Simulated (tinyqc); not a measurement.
Worked calculation: Hall effect and magnetoresistance of several carrier groups with constant relaxation times. Computed by tinyqc, a small Python program that keeps every step. Command: `OMP_NUM_THREADS=1 python tinyqc.py 3016734 3016735 out.jsonl hall2 walk`. One thread of a shared host (Intel(R) Xeon(R) Processor @ 2.30GHz), about 0.01 s of CPU time with the checks. Intermediate numbers are printed to about 6 digits and carried at full precision; extremes and crossings named in words are read from the listed rows.

Group 1 has charge -e and group 2 charge +e; s_i is that sign. B lies along z; mu B is formed with mu in m^2/(V s).

Inputs (values chosen for the exercise, for a model conductor):
```
quantity            value        unit
density n1          3e+11      1/cm^2
mobility mu1        26000  cm^2/(V s)
density n2        3.3e+11      1/cm^2
mobility mu2          590  cm^2/(V s)
magnetic field B    0.089           T
```

Carriers: electrons and holes. Densities: per area (a thin layer).

Constants: e = 1.602176634e-19 C.

## Conductivity of each group

sigma_xx = sum n_i e mu_i/(1 + mu_i^2 B^2); sigma_xy = sum s_i n_i e mu_i^2 B/(1 + mu_i^2 B^2).

Parts (S):
```
group        mu B     sigma_xx      sigma_xy
group 1    0.2314   0.00118618  -2.74483e-04
group 2  0.005251  3.11935e-05   1.63797e-07
```

sigma_xx = 0.00121738 S

sigma_xy = -2.74319e-04 S

sigma at B = 0 = 0.00128089 S

## Resistivity, Hall coefficient and magnetoresistance

rho_xx = sigma_xx/(sigma_xx^2 + sigma_xy^2); Hall coefficient R_H = sigma_xy/(B (sigma_xx^2 + sigma_xy^2)), with B in V s/cm^2 (1 T = 1e-4 V s/cm^2); magnetoresistance MR = rho_xx(B)/rho_xx(0) - 1. Apparent density 1/(e |R_H|); Hall mobility |R_H|/rho_xx.

rho_xx = 781.745 ohm

Hall coefficient R_H = -1.97927e+07 cm^2/C

magnetoresistance MR = 0.133068 %

apparent density = 3.15343e+11 1/cm^2

Hall mobility = 25318.7 cm^2/(V s)

A one-carrier reading would report electrons of density 3.15e11, against n1 = 3.0e11 and n2 = 3.3e11.

## Limits of weak and strong field

Weak field: R_H(0) = sum s_i n_i mu_i^2/(e (sum n_i mu_i)^2); MR = c B^2 with c = n1 n2 mu1 mu2 (s1 mu1 - s2 mu2)^2/(n1 mu1 + n2 mu2)^2. Strong field: R_H = 1/(e sum s_i n_i); rho_xx saturates at (n1/mu1 + n2/mu2)/(e (sum s_i n_i)^2).

R_H at weak field = -1.97928e+07 cm^2/C

coefficient c = 0.167994 1/T^2

R_H at strong field = 2.08050e+08 cm^2/C

saturation MR = 506995 %

R_H changes sign between weak and strong field: the faster group rules at weak field, the denser one at strong field.

## Field dependence

rho_xx = sigma_xx/(sigma_xx^2 + sigma_xy^2); Hall coefficient R_H = sigma_xy/(B (sigma_xx^2 + sigma_xy^2)), with B in V s/cm^2 (1 T = 1e-4 V s/cm^2); magnetoresistance MR = rho_xx(B)/rho_xx(0) - 1.

Against the field:
```
B (T)        mu1 B  rho_xx (ohm)  R_H (cm^2/C)       MR (%)
0.019  4.94000e-02   7.80753e+02  -1.97928e+07  6.06457e-03
0.058  1.50800e-01   7.81147e+02  -1.97928e+07  5.65131e-02
0.15   3.90000e-01   7.83657e+02  -1.97926e+07  3.77985e-01
0.38   9.88000e-01   7.99644e+02  -1.97917e+07  2.42582e+00
0.96   2.49600e+00   9.01573e+02  -1.97858e+07  1.54818e+01
2.3    5.98000e+00   1.47439e+03  -1.97529e+07  8.88531e+01
5.8    1.50800e+01   5.18780e+03  -1.95391e+07  5.64501e+02
15     3.90000e+01   3.00719e+04  -1.81067e+07  3.75189e+03
46     1.19600e+02   2.60119e+05  -4.86449e+06  3.32184e+04
```

MR starts as B^2.00 and ends as B^1.95; it saturates at 507000 %, a large value because the net charge s1 n1 + s2 n2 is small against the total. One group alone would show no magnetoresistance in this model. The rows with mu1 B well above 1 show the semiclassical limit; Landau quantisation is left out.

## Back from four measured limits to the two groups

With z_i = s_i mu_i and w_i = s_i n_i the moments M_k = w1 z1^k + w2 z2^k are M_(-1) = (1 + MR_sat) M_0^2/M_1, M_0 = 1/(e R_strong), M_1 = sigma(0)/e, M_2 = R_weak sigma(0)^2/e. The z_i are the roots of z^2 + p z + q with M_2 + p M_1 + q M_0 = 0 and M_1 + p M_0 + q M_(-1) = 0; then w follows from M_0 and M_1. Group 1 is the faster.

p and q: 25410.0  -1.53400e+07

signed mobilities s_i mu_i (cm^2/(V s)): -26000  590.000

densities (1/cm^2): 3.00e+11  3.30e+11

Checks made by the program: weak-field formulas against the tensor at mu1 B = 1e-3 (relative difference 3e-09); recovered mobilities and densities against the inputs (relative difference below 1e-10).
